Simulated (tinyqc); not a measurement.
Frequency dispersion of an accumulation capacitance by border traps, distributed model: one step of the calculation.

Traps spread evenly through the insulator exchange electrons with the semiconductor by tunnelling, with tau(x) = t0 exp(2 ka x) at depth x from the interface. The admittance per area Y seen at depth x obeys dY/dx = -Y^2/(i w eps0 eox) + q Nb ln(1 + i w tau)/tau, with Y(0) = i w Cs and w = 2 pi f; the gate sees Y(tox) = G + i w C. Working variable y = Y/(i w), in uF/cm^2. Cox = eps0 eox/tox.

Task. Midpoint steps through the active depth. In terms of y: dy/dx = -y^2/(eps0 eox) + s(x), s = q Nb ln(1 + z)/z, z = i w tau. 8 midpoint steps of h = xe/8: y_half = y + (h/2) y'(x, y), y(new) = y + h y'(x + h/2, y_half).

Values chosen for this exercise; permittivity close to that of zirconium oxide: relative permittivity of the insulator eox = 22.2; semiconductor capacitance in accumulation Cs = 1.8 uF/cm^2; density of border traps Nb = 8.1e18 cm^-3 eV^-1; decay constant of the wave function in the insulator ka = 5.5 1/nm; time constant of a trap at the interface t0 = 4e-11 s; frequency f = 100 Hz; depth down to which the steps are taken xe = 2 nm.

Constants: q = 1.602176634e-19 C, eps0 = 8.8541878128e-14 F/cm where lengths are in cm. Results are converted to the units shown.

Find: x; s; y.

Result.

```
point	x (nm)	s (uF/(cm^2 nm))	y (uF/cm^2)
0	0	0.12978+0.00000i	1.8000+0.0000i
1	0.25000	0.12978+0.00000i	1.7914+0.0000i
2	0.50000	0.12978+0.00000i	1.7833+0.0000i
3	0.75000	0.12978-0.00001i	1.7754+0.0000i
4	1.0000	0.12978-0.00010i	1.7680+0.0000i
5	1.2500	0.12975-0.00153i	1.7608-0.0001i
6	1.5000	0.12435-0.02241i	1.7539-0.0016i
7	1.7500	0.03152-0.03978i	1.7365-0.0141i
8	2.0000	0.00225-0.00648i	1.7010-0.0177i
```

Computed by the program tinyqc: `OMP_NUM_THREADS=1 python tinyqc.py 2202203 2202204 out.jsonl`, one thread of a shared Intel Xeon 2.30GHz, about 0.6 s for the whole run.
